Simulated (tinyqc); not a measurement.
Single-oscillator infrared dielectric function of a polar cubic crystal. From one set of inputs to another, one input at a time. Computed by tinyqc, a small Python program. Command: `OMP_NUM_THREADS=1 python tinyqc.py 3031804 3031805 out.jsonl infrared ladder`. One thread of a shared host (Intel(R) Xeon(R) Processor @ 2.30GHz), about 0.01 s of CPU time with the checks.

One ion pair, charges +Z* and -Z*, in a cell of volume Omega = a^3/4. Frequencies omega are given as wavenumbers (1/cm); eps_s is the static dielectric constant.

The inputs printed are set A. Set A is modelled on potassium chloride; the values taken over come from a set modelled on sodium chloride. Inputs not listed in the table keep their values of set A, so the rows need not describe a real material.

Inputs (values chosen for the exercise, modelled on potassium chloride): lattice constant a = 6.29 angstrom; mass M_A = 39.1 u; mass M_B = 35.45 u; omega_TO = 143 1/cm; Born charge Z* = 1.13 e; eps_inf = 2.16; phonon damping gamma = 5.4 1/cm; probe frequency / omega_TO = 1.57; eps_m of the surrounding medium = 3.9.

Structure: rock salt. Free carriers: absent.

Constants: nu for 1 eV/(angstrom^2 u) = 15.6333042 THz; 1 THz = 33.35640952 1/cm; e^2/(4 pi eps_0) = 14.39964548 eV angstrom.

Method:
- mu = M_A M_B/(M_A + M_B); ionic plasma term W^2 = 4 pi Z*^2 (e^2/(4 pi eps_0))/(Omega mu) in eV/(angstrom^2 u), turned into 1/cm by W = 15.6333042 x 33.35640952 x sqrt(W^2); omega_LO^2 = omega_TO^2 + W^2/eps_inf; eps_s = eps_inf + W^2/omega_TO^2; Szigeti charge 3 Z*/(eps_inf + 2); longitudinal (Callen) charge Z*/eps_inf.
- eps(omega) = eps_inf + W^2/(omega_TO^2 - omega^2 - i gamma omega); n + i k = sqrt(eps) with k >= 0; R = |(n + i k - 1)/(n + i k + 1)|^2 at normal incidence from vacuum.
- omega is the probe ratio times omega_TO. Intensity decays over 1/(4 pi omega k); the loss function is Im(-1/eps).
- Without damping, eps(omega) = -x eps_m gives omega^2 = omega_TO^2 (eps_s + x eps_m)/(eps_inf + x eps_m): x = 1 for a flat surface at large wave vector, x = 2 for the dipole mode of a small sphere. The reflectivity R for light from vacuum (not from the medium eps_m) vanishes where eps = 1, omega^2 = omega_TO^2 (eps_s - 1)/(eps_inf - 1).

Each row keeps all changes above it:
```
input moved                    from     to  eps_s  sphere mode (1/cm)  reflectivity R
set A                             -      -  4.816               160.9       6.605e-02
eps_inf                        2.16   2.27  4.926               160.8       3.723e-02
omega_TO (1/cm)                 143    167  4.218               182.4       3.628e-04
lattice constant a (angstrom)  6.29   5.64  4.972               188.1       4.397e-02
mass M_A (u)                   39.1  22.99  5.872               194.6       7.242e-01
phonon damping gamma (1/cm)     5.4    4.9  5.872               194.6       7.453e-01
Born charge Z* (e)             1.13   1.11  5.745               193.7       6.701e-01
```

eps_s goes from 4.82 to 5.75, a factor 1.19 in all. The largest single move comes from mass M_A (a factor 1.18), and omega_TO works against it (a factor 0.856). Sphere mode goes from 161 to 194, a factor 1.20 in all. The largest single move comes from omega_TO (a factor 1.13). Reflectivity R goes from 0.0660 to 0.670, a factor 10.1 in all. The largest single move comes from lattice constant a (a factor 121), and omega_TO works against it (a factor 0.00974). The single moves hold for this order of the switches; the total does not depend on the order.

Extremes, crossings and ranges named in words are read from the listed rows.
